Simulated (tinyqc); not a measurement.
Inside a calculation. Model: MOS inversion layer, Poisson-Schroedinger loop.

tinyqc, about 1 s, one thread, Intel Xeon 2.30GHz (shared host): `OMP_NUM_THREADS=1 python tinyqc.py 2160168 2160169 out.jsonl` Printed values are rounded.

Electrons confined at an insulator interface at z = 0, treated as a hard wall; parabolic valleys, Hartree approximation, no image or exchange terms. The depletion charge lies far deeper than the electrons and gives a uniform field q Nd/(eps0 eps_r); the gate balances all charge. Energies are counted from the band edge at the interface.

Parameters, values chosen for the exercise; masses and permittivity close to those of germanium (111):
- T = 400 K (temperature)
- eps_r = 16.2 (relative permittivity)
- mz1 = 1.6 m0 (mass along z of valley set A (1 valley(s)))
- md1 = 0.0808 m0 (in-plane density-of-states mass of set A)
- mz2 = 0.0929 m0 (mass along z of valley set B (3 valley(s)))
- md2 = 0.336 m0 (in-plane density-of-states mass of set B)
- Ns = 1.7e12 cm^-2 (sheet density of electrons)
- Nd = 1.3e11 cm^-2 (sheet density of depletion charge)
- dE = 0.07 eV (extra shift of set B (strain))
- hz = 3.3 nm (mesh step)
- a = 0.3 (mixing factor)

Constants: q = 1.602176634e-19 C, kB = 1.380649e-23 J/K, hbar = 1.054571817e-34 J s, m0 = 9.1093837015e-31 kg, Vt = kB T/q, eps0 = 8.8541878128e-14 F/cm where lengths are in cm, hbar^2/(2 m0) = 0.0380998212 eV nm^2. Results are converted to the units shown.

## Fixed part of the potential

| node | z (nm) |
|---|---|
| 1 | 3.3 |
| 2 | 6.6 |
| 3 | 9.9 |
| 4 | 13.2 |
| 5 | 16.5 |
| 6 | 19.8 |
| 7 | 23.1 |
| 8 | 26.4 |
| 9 | 29.7 |
| 10 | 33 |
| 11 | 36.3 |
| 12 | 39.6 |
| 13 | 42.9 |
| 14 | 46.2 |
| 15 | 49.5 |
| 16 | 52.8 |
| 17 | 56.1 |

V0 = q Nd z/(eps0 eps_r) in eV.

| node | fixed potential V0 (eV) |
|---|---|
| 1 | 0.0047919 |
| 2 | 0.0095837 |
| 3 | 0.0143756 |
| 4 | 0.0191674 |
| 5 | 0.0239593 |
| 6 | 0.0287511 |
| 7 | 0.0335430 |
| 8 | 0.0383349 |
| 9 | 0.0431267 |
| 10 | 0.0479186 |
| 11 | 0.0527104 |
| 12 | 0.0575023 |
| 13 | 0.0622942 |
| 14 | 0.0670860 |
| 15 | 0.0718779 |
| 16 | 0.0766697 |
| 17 | 0.0814616 |

## Round 1: levels and probability densities

| node | self-consistent potential U at the start (eV) |
|---|---|
| 1 | 0 |
| 2 | 0 |
| 3 | 0 |
| 4 | 0 |
| 5 | 0 |
| 6 | 0 |
| 7 | 0 |
| 8 | 0 |
| 9 | 0 |
| 10 | 0 |
| 11 | 0 |
| 12 | 0 |
| 13 | 0 |
| 14 | 0 |
| 15 | 0 |
| 16 | 0 |
| 17 | 0 |

Tridiagonal Hamiltonian with psi = 0 one step beyond both ends: H_ii = C (1/m_(i-1/2) + 1/m_(i+1/2))/hz^2 + V0_i + U_i (+ dE for the set B), H_(i,i+1) = -C/(m_(i+1/2) hz^2), C = hbar^2/(2 m0). The lowest 2 level(s) of each valley set are kept, normalised to hz sum |psi|^2 = 1. The mass is the same on all intervals.

levels (eV): A1 0.008252, A2 0.013876, B1 0.092055, B2 0.108249

| node | \|psi\|^2 of A1 (1/nm) | \|psi\|^2 of A2 (1/nm) | \|psi\|^2 of B1 (1/nm) | \|psi\|^2 of B2 (1/nm) |
|---|---|---|---|---|
| 1 | 0.256227 | 0.044089 | 0.0347191 | 0.0317835 |
| 2 | 0.044696 | 0.204601 | 0.0825105 | 0.0392738 |
| 3 | 0.002062 | 0.051445 | 0.0858704 | 0.0045199 |
| 4 | 0.000044 | 0.002827 | 0.0571541 | 0.0113069 |
| 5 | 0.000001 | 0.000067 | 0.0278120 | 0.0510857 |
| 6 | 0.000000 | 0.000001 | 0.0105885 | 0.0675733 |
| 7 | 0.000000 | 0.000000 | 0.0032864 | 0.0521293 |
| 8 | 0.000000 | 0.000000 | 0.0008550 | 0.0282774 |
| 9 | 0.000000 | 0.000000 | 0.0001903 | 0.0117471 |
| 10 | 0.000000 | 0.000000 | 0.0000368 | 0.0039247 |
| 11 | 0.000000 | 0.000000 | 0.0000063 | 0.0010888 |
| 12 | 0.000000 | 0.000000 | 0.0000009 | 0.0002566 |
| 13 | 0.000000 | 0.000000 | 0.0000001 | 0.0000522 |
| 14 | 0.000000 | 0.000000 | 0.0000000 | 0.0000093 |
| 15 | 0.000000 | 0.000000 | 0.0000000 | 0.0000015 |
| 16 | 0.000000 | 0.000000 | 0.0000000 | 0.0000002 |
| 17 | 0.000000 | 0.000000 | 0.0000000 | 0.0000000 |

## Round 1: Fermi level and occupations

Level k holds N_k = D_k Vt ln(1 + exp((EF - E_k)/Vt)) with D = md1 m0 q/(pi hbar^2) for the set A, D = 3 md2 m0 q/(pi hbar^2) for the set B per eV (spin included); EF is fixed by sum N_k = Ns.

EF = -0.0198582 eV
N_k (cm^-2): A1 4.26187e11, A2 3.71189e11, B1 5.53897e11, B2 3.48728e11

## Round 1: density, output potential and mixing

n_i = sum_k N_k |psi_k|^2 (converted to cm^-3). Hartree part by Gauss: on the interval before node i the electrons still beyond are S_i = Ns - hz sum_(j<i) n_j, and U_i = U_(i-1) + q S_i hz/(eps0 eps_r) in eV, U_0 = 0 at the interface. Mixing: U(new) = U + a (U(out) - U).

| node | n (1e18 cm^-3) | U(out) (eV) | U after round 1 (eV) |
|---|---|---|---|
| 1 | 1.55881 | 0.062663 | 0.0187988 |
| 2 | 1.54393 | 0.106364 | 0.0319093 |
| 3 | 0.69114 | 0.131285 | 0.0393856 |
| 4 | 0.36668 | 0.147800 | 0.0443399 |
| 5 | 0.33245 | 0.159854 | 0.0479561 |
| 6 | 0.29430 | 0.167864 | 0.0503591 |
| 7 | 0.19999 | 0.172294 | 0.0516881 |
| 8 | 0.10335 | 0.174291 | 0.0522873 |
| 9 | 0.04202 | 0.175031 | 0.0525094 |
| 10 | 0.01389 | 0.175261 | 0.0525782 |
| 11 | 0.00383 | 0.175321 | 0.0525963 |
| 12 | 0.00090 | 0.175334 | 0.0526003 |
| 13 | 0.00018 | 0.175337 | 0.0526012 |
| 14 | 0.00003 | 0.175338 | 0.0526013 |
| 15 | 0.00001 | 0.175338 | 0.0526013 |
| 16 | 0.00000 | 0.175338 | 0.0526013 |
| 17 | 0.00000 | 0.175338 | 0.0526013 |

## Course of the self-consistent loop

Start from U = 0. Stop when the largest |U(out) - U| is below 1e-7 eV, or after 60 rounds. From round 2 on: Anderson mixing of depth m keeps the last m inputs V and residuals F = V(out) - V(in), fits c by least squares to F = dF c over their successive differences dF, dV, and sets V(new) = V + a F - (dV + a dF) c. Here m = 3.

Course of the iteration:

| round | level A1 (eV) | EF (eV) | largest \|U(out) - U\| (eV) |
|---|---|---|---|
| 1 | 0.00825185 | -0.0198582 | 0.175 |
| 2 | 0.0276985 | 0.0116241 | 0.0768 |
| 3 | 0.0517126 | 0.0428149 | 0.0238 |
| 4 | 0.0685923 | 0.0619117 | 4.66e-3 |
| 5 | 0.0710129 | 0.0634896 | 6.71e-4 |
| 6 | 0.0713262 | 0.0636523 | 3.57e-4 |
| 7 | 0.0714533 | 0.0636879 | 2.29e-4 |
| 8 | 0.0715057 | 0.0637260 | 1.76e-4 |
| 9 | 0.0717030 | 0.0638757 | 5.98e-5 |
| 10 | 0.0716853 | 0.0638709 | 3.21e-5 |
| 11 | 0.0716672 | 0.0638628 | 1.91e-5 |
| 12 | 0.0716665 | 0.0638649 | 1.52e-5 |
| 13 | 0.0716800 | 0.0638749 | 6.51e-6 |
| 14 | 0.0716852 | 0.0638802 | 3.54e-6 |
| 15 | 0.0716811 | 0.0638775 | 6.63e-7 |
| 16 | 0.0716814 | 0.0638778 | 2.95e-7 |
| 17 | 0.0716817 | 0.0638781 | 3.77e-8 |

Converged in 17 rounds.

## Converged levels, occupations and centroid

| node | converged U (eV) |
|---|---|
| 1 | 0.062663 |
| 2 | 0.090526 |
| 3 | 0.100429 |
| 4 | 0.106543 |
| 5 | 0.109907 |
| 6 | 0.111405 |
| 7 | 0.111949 |
| 8 | 0.112114 |
| 9 | 0.112157 |
| 10 | 0.112166 |
| 11 | 0.112168 |
| 12 | 0.112169 |
| 13 | 0.112169 |
| 14 | 0.112169 |
| 15 | 0.112169 |
| 16 | 0.112169 |
| 17 | 0.112169 |

Solve for the levels with V0 + U, find EF, n_i = sum_k N_k |psi_k|^2 (in cm^-3); share of each level N_k/Ns; centroid sum n z/sum n.

levels (eV): A1 0.071682, A2 0.104305, B1 0.179606, B2 0.210087
EF = 0.0638781 eV
shares (%): A1 40.1278, A2 18.4533, B1 29.2265, B2 12.1924

| node | n (1e18 cm^-3) |
|---|---|
| 1 | 2.86087 |
| 2 | 1.47648 |
| 3 | 0.31159 |
| 4 | 0.22598 |
| 5 | 0.15345 |
| 6 | 0.07838 |
| 7 | 0.03119 |
| 8 | 0.01007 |
| 9 | 0.00272 |
| 10 | 0.00062 |
| 11 | 0.00012 |
| 12 | 0.00002 |
| 13 | 0.00000 |
| 14 | 0.00000 |
| 15 | 0.00000 |
| 16 | 0.00000 |
| 17 | 0.00000 |

centroid = 5.90712 nm

An 800-node mesh to 95 nm with 8 levels a set gives A1 = 0.04692 eV, EF = 0.02734 eV and a centroid of 6.645 nm; the levels kept above hold 64.1 % of the electrons there. The coarse centroid is 11 % below the fine one.

## Closed-form estimates

Triangular well: E_k = a_k (C F^2/mz)^(1/3), a_1 = 2.338107, a_2 = 4.087949, C = hbar^2/(2 m0), F in eV/nm. Fang-Howard (all electrons in the lowest level of set A): b^3 = 6 (mz1/C) q (Nd + 11 Ns/32)/(eps0 eps_r), centroid 3/b, level C b^2/(4 mz1) + (3/b) q (Nd + 11 Ns/16)/(eps0 eps_r). Use F = q (Nd + Ns)/(eps0 eps_r), the surface field, and F = q (Nd + Ns/2)/(eps0 eps_r).

A1 with the surface field = 0.0502880 eV
A1 with Nd + Ns/2 = 0.0331625 eV
A2 with Nd + Ns/2 = 0.0579813 eV
b = 1.26214 1/nm
Fang-Howard centroid = 2.37692 nm
Fang-Howard level = 0.0439648 eV

Against the self-consistent A1 = 0.04692 eV on a fine mesh, the surface-field estimate is 7.2 % above it, the half-charge one 29 % below it and Fang-Howard 6.3 % below it. A1 holds 30.7 % of the electrons, and the Fang-Howard centroid is 64 % below the full one.
